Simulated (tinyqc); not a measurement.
UHF in the 6-31g basis, for H-, spin multiplicity 1, step by step. The basis has no diffuse functions, so it cannot describe the extra electron: this is an exercise in the method, not the real anion. Computed by tinyqc, a small Python program that keeps every step (integrals from PySCF). Settings: charge = -1, multiplicity = 1, basis = 6-31g, energy threshold = 1e-10, iteration cap = 82, orthogonalisation = symmetric, start = Wolfsberg-Helmholz matrix, DIIS depth = 4, DIIS from iteration = 2, damping = 0.2, method = UHF, break = 0.4. Command: `OMP_NUM_THREADS=1 python tinyqc.py 23964 23965 out.jsonl` (the two numbers bound the seeds that draw the settings). One thread of a shared host (Intel(R) Xeon(R) Processor @ 2.60GHz), about 0.07 s of CPU time with the checks. Later iterations appear only in the table of the cycle.

## One-electron integrals

Geometry (angstrom):
```
atom        x        y        z
H     0.00000  0.00000  0.00000
```

Basis 6-31g: exponents (1/bohr^2) and contraction coefficients of normalised primitives:
```
element  l (shell)  exponent  coefficient
H            s (1)  18.73114      0.03349
H            s (1)   2.82539      0.23473
H            s (1)   0.64012      0.81376
H            s (2)   0.16128      1.00000
```

Overlap, kinetic and nuclear-attraction integrals over the contracted functions; the nuclear repulsion is the sum of Za Zb / Rab.

nuclear repulsion = 0 hartree

overlap S:
```
         1H 1s    1H 2s
1H 1s  1.00000  0.65829
1H 2s  0.65829  1.00000
```

kinetic energy T (hartree):
```
         1H 1s    1H 2s
1H 1s  1.39568  0.25974
1H 2s  0.25974  0.24192
```

nuclear attraction V (hartree):
```
          1H 1s     1H 2s
1H 1s  -1.65323  -0.74231
1H 2s  -0.74231  -0.64085
```

core Hamiltonian H = T + V (hartree):
```
          1H 1s     1H 2s
1H 1s  -0.25755  -0.48258
1H 2s  -0.48258  -0.39893
```

## Two-electron integrals

Functions are numbered as in S; the eight-fold symmetry (ij|kl) = (ji|kl) = (kl|ij) leaves the list below.

Two-electron integrals (ij|kl) in chemists' order, unique and non-zero (hartree):
```
(11|11) 1.07657   (21|11) 0.57847   (21|21) 0.32942   (22|11) 0.58740
(22|21) 0.36130   (22|22) 0.45315
```

## Orthogonalisation

S = U s U^T; symmetric (Loewdin) form X = U s^(-1/2) U^T, so that X^T S X = 1.

eigenvalues of S: 0.34171  1.65829

X:
```
          1H 1s     1H 2s
1H 1s   1.24362  -0.46707
1H 2s  -0.46707   1.24362
```

## Starting guess

The start is the generalised Wolfsberg-Helmholz matrix (K = 1.75) built on H, with HOMO and LUMO mixed by +/-0.4 rad for the two spins; D(s) = C_occ C_occ^T for each spin.

D(alpha) at the start:
```
         1H 1s    1H 2s
1H 1s  0.67622  0.20068
1H 2s  0.20068  0.05956
```

D(beta) at the start:
```
          1H 1s     1H 2s
1H 1s   0.03081  -0.19426
1H 2s  -0.19426   1.22495
```

## Iteration 1: building the Fock matrix

J_ij = sum D_kl (ij|kl) with D = D(alpha) + D(beta), K_ij = sum D_kl (ik|jl) for each spin; F = H + J - K(s); E = tr D H + tr D J / 2 - 0.5 sum_s tr D(s) K(s) + E_nn.

Coulomb J (hartree):
```
         1H 1s    1H 2s
1H 1s  1.52312  0.87733
1H 2s  0.87733  1.00203
```

exchange K(alpha) (hartree):
```
         1H 1s    1H 2s
1H 1s  0.97980  0.59669
1H 2s  0.59669  0.39477
```

exchange K(beta) (hartree):
```
         1H 1s    1H 2s
1H 1s  0.21195  0.28230
1H 2s  0.28230  0.42486
```

F(alpha) (hartree):
```
          1H 1s     1H 2s
1H 1s   0.28576  -0.20193
1H 2s  -0.20193   0.20832
```

F(beta) (hartree):
```
         1H 1s    1H 2s
1H 1s  1.05361  0.11245
1H 2s  0.11245  0.17823
```

total energy of this density = -0.1845251 hartree

This density is the starting one.

## Iteration 1: diagonalisation and new density

Diagonalise F' = X^T F X, C = X C', fill 1 alpha and 1 beta electrons from the bottom; D(s) = C_occ C_occ^T; the new density keeps 0.2 of the old one (damping). Each column has its largest component positive (the first on a tie).

F' = X^T F X (alpha) (hartree):
```
          1         2
1   0.72200  -0.64336
2  -0.64336   0.61912
```

orbital energies (alpha) (hartree): MO1 0.02515, MO2 1.31597

coefficients C (alpha):
```
           MO1       MO2
1H 1s  0.50043   1.23058
1H 2s  0.59691  -1.18678
```

F' = X^T F X (beta) (hartree):
```
          1         2
1   1.53776  -0.51708
2  -0.51708   0.37486
```

orbital energies (beta) (hartree): MO1 0.17820, MO2 1.73442

coefficients C (beta):
```
           MO1       MO2
1H 1s  0.00553   1.32843
1H 2s  0.99635  -0.87866
```

D(alpha) after iteration 1:
```
         1H 1s    1H 2s
1H 1s  0.33559  0.27910
1H 2s  0.27910  0.29695
```

D(beta) after iteration 1:
```
          1H 1s     1H 2s
1H 1s   0.00619  -0.03444
1H 2s  -0.03444   1.03916
```

## Iteration 2: building the Fock matrix

As before.

Coulomb J (hartree):
```
         1H 1s    1H 2s
1H 1s  1.43582  0.84164
1H 2s  0.84164  0.98301
```

exchange K(alpha) (hartree):
```
         1H 1s    1H 2s
1H 1s  0.78201  0.55730
1H 2s  0.55730  0.44680
```

exchange K(beta) (hartree):
```
         1H 1s    1H 2s
1H 1s  0.30913  0.34745
1H 2s  0.34745  0.44805
```

F(alpha) (hartree):
```
          1H 1s     1H 2s
1H 1s   0.39626  -0.19824
1H 2s  -0.19824   0.13728
```

F(beta) (hartree):
```
         1H 1s    1H 2s
1H 1s  0.86914  0.01161
1H 2s  0.01161  0.13603
```

total energy of this density = -0.3240809 hartree

This density is a damped mixture and is not idempotent.

## Iteration 2: diagonalisation and new density

As before.

F' = X^T F X (alpha) (hartree):
```
          1         2
1   0.87310  -0.65976
2  -0.65976   0.52906
```

orbital energies (alpha) (hartree): MO1 0.01927, MO2 1.38290

coefficients C (alpha):
```
           MO1       MO2
1H 1s  0.39080   1.26966
1H 2s  0.69849  -1.12998
```

F' = X^T F X (beta) (hartree):
```
          1         2
1   1.36039  -0.56337
2  -0.56337   0.38650
```

orbital energies (beta) (hartree): MO1 0.12880, MO2 1.61809

coefficients C (beta):
```
           MO1       MO2
1H 1s  0.09257   1.32521
1H 2s  0.93663  -0.94206
```

D(alpha) after iteration 2:
```
         1H 1s    1H 2s
1H 1s  0.18930  0.27420
1H 2s  0.27420  0.44970
```

D(beta) after iteration 2:
```
         1H 1s    1H 2s
1H 1s  0.00809  0.06248
1H 2s  0.06248  0.90965
```

## Iteration 17 (converged): orbitals

converged F(alpha) (hartree):
```
          1H 1s     1H 2s
1H 1s   0.60964  -0.12367
1H 2s  -0.12367   0.10139
```

converged F(beta) (hartree):
```
          1H 1s     1H 2s
1H 1s   0.60964  -0.12367
1H 2s  -0.12367   0.10139
```

Diagonalise F' = X^T F X, C = X C', fill 1 alpha and 1 beta electrons from the bottom; D(s) = C_occ C_occ^T. Each column has its largest component positive (the first on a tie).

F' = X^T F X (alpha) (hartree):
```
          1         2
1   1.10866  -0.63125
2  -0.63125   0.43348
```

orbital energies (alpha) (hartree): MO1 0.05521, MO2 1.48692

coefficients C (alpha):
```
           MO1       MO2
1H 1s  0.23859   1.30684
1H 2s  0.82668  -1.03988
```

F' = X^T F X (beta) (hartree):
```
          1         2
1   1.10866  -0.63125
2  -0.63125   0.43348
```

orbital energies (beta) (hartree): MO1 0.05521, MO2 1.48692

coefficients C (beta):
```
           MO1       MO2
1H 1s  0.23859   1.30684
1H 2s  0.82668  -1.03988
```

D(alpha) after iteration 17:
```
         1H 1s    1H 2s
1H 1s  0.05692  0.19723
1H 2s  0.19723  0.68340
```

D(beta) after iteration 17:
```
         1H 1s    1H 2s
1H 1s  0.05692  0.19723
1H 2s  0.19723  0.68340
```

## Convergence

Stop when the energy changes by less than 1e-10 hartree and every element of the error matrix X^T (F D S - S D F) X (for each spin) is below 3e-06.

Course of the cycle:
```
iteration  E (hartree)     change  largest element of the error matrix
1           -0.1845251          -                             3.44e-01
2           -0.3240809  -1.40e-01                             1.87e-01
3           -0.3849505  -6.09e-02                             1.04e-01
4           -0.4109704  -2.60e-02                             2.50e-02
5           -0.4199120  -8.94e-03                             5.37e-03
6           -0.4219258  -2.01e-03                             1.27e-03
7           -0.4223381  -4.12e-04                             2.40e-04
8           -0.4224211  -8.30e-05                             4.72e-05
9           -0.4224378  -1.66e-05                             9.07e-06
10          -0.4224411  -3.33e-06                             1.81e-06
11          -0.4224418  -6.65e-07                             3.58e-07
12          -0.4224419  -1.33e-07                             7.17e-08
13          -0.4224419  -2.66e-08                             1.43e-08
14          -0.4224419  -5.32e-09                             2.87e-09
15          -0.4224419  -1.06e-09                             5.73e-10
16          -0.4224419  -2.13e-10                             1.15e-10
17          -0.4224419  -4.26e-11                             2.29e-11
```

PySCF UHF in the same basis, after a stability check = -0.4224419 hartree

Converged in 17 iterations.

## Populations

Mulliken: Z minus the diagonal of D S on the atom; Loewdin: the same with S^(1/2) D S^(1/2).

Charges (e):
```
atom  Mulliken   Loewdin  Mulliken spin
1H    -1.00000  -1.00000              0
```

<S^2> of the determinant (pure state: 0) = 0.00000
